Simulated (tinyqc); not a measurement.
Born-von Karman spring model of a cubic crystal with one atom per cell. Changing the temperature T. Computed by tinyqc, a small Python program. Command: `OMP_NUM_THREADS=1 python tinyqc.py 3022483 3022484 out.jsonl springs sweep`. One thread of a shared host (Intel(R) Xeon(R) Processor @ 2.30GHz), about 0.2 s of CPU time with the checks.

First neighbours lie at a/2 (1,1,1) (8 of them), second at a (1,0,0) (6), with all permutations and signs; the volume per atom is Omega = a^3/2. Two shells of springs match a real metal only roughly, above all at the zone boundary.

Inputs (values chosen for the exercise, modelled on molybdenum): atomic mass M = 95.95 u; radial spring k1L = 4.01 eV/angstrom^2; transverse spring k1T = -0.03 eV/angstrom^2; radial spring k2L = 3.5 eV/angstrom^2; transverse spring k2T = -0.19 eV/angstrom^2; mesh divisions n = 8.

Lattice: bcc.

Constants: nu for 1 eV/(angstrom^2 u) = 15.6333042 THz; h x 1 THz = 4.135667696 meV; k_B = 8.617333262e-05 eV/K; hbar^2/u = 4.18015928e-03 eV angstrom^2.

Method:
- A neighbour at R with unit vector n couples by the matrix K(R) = kL n n^T + kT (1 - n n^T), and D(q) = (1/M) sum_R K(R) [1 - cos(q.R)].
- An eigenvalue lambda of D in eV/(angstrom^2 u) gives nu = 15.6333042 THz x sqrt(lambda).
- Mesh: q = sum_i (m_i + 1/2)/n b_i, m_i = 0..n-1, with b = [[0, 1, 1], [1, 0, 1], [1, 1, 0]] in 2 pi/a; sums are averages over the n^3 points, per atom.
- With x = h nu/(k_B T) and n = 1/(exp(x) - 1) for each mode: F = k_B T [x/2 + ln(1 - exp(-x))], U = k_B T x (n + 1/2), S/k_B = x n - ln(1 - exp(-x)), C/k_B = x^2 n (n + 1).
- <u_x^2> = (1/3) sum over modes of hbar^2/(2 M h nu) coth(x/2); zero-point energy = sum h nu/2. <u_x^2> converges slowly with the mesh, from below, with an error of order 1/n.

One run for each value; columns: (1) temperature T (K); (2) heat capacity C (k_B/atom); (3) entropy S (k_B/atom); (4) <u_x^2> (angstrom^2); (5) free energy F (meV/atom); (6) energy U (meV/atom):
```
(1)     (2)     (3)        (4)      (5)     (6)
40   0.2065  0.0610  0.0009457    39.13   39.34
59   0.6046  0.2091  0.0009904    38.92   39.99
87   1.2488  0.5638  0.0010979    38.01   42.24
130  1.9391  1.2078  0.0013292    34.74   48.27
190  2.4183  2.0411  0.0017208    26.28   59.70
280  2.7090  3.0409  0.0023703     6.40   79.77
410  2.8588  4.1058  0.0033567   -33.96  111.10
610  2.9350  5.2586  0.0049114  -115.27  161.15
900  2.9699  6.4078  0.0071917  -261.94  235.02
```

Over the rows, heat capacity C (k_B/atom) rises from 0.207 to 2.97 (exponent d ln y / d ln x 2.8 between the first rows and 0.030 between the last); entropy S (k_B/atom) rises from 0.0610 to 6.41 (exponent d ln y / d ln x 3.2 between the first rows and 0.51 between the last); <u_x^2> (angstrom^2) rises from 9.46e-4 to 0.00719 (exponent d ln y / d ln x 0.12 between the first rows and 0.98 between the last). At the high end the exponent of heat capacity C is 0.03, close to 0: the Dulong-Petit limit. At the high end the exponent of <u_x^2> is 0.98, close to 1: the classical law, k_B T over a spring constant. F is positive while zero-point energy rules and changes sign between 280 and 410 K, where T S overtakes U.

Extremes, crossings and ranges named in words are read from the listed rows.
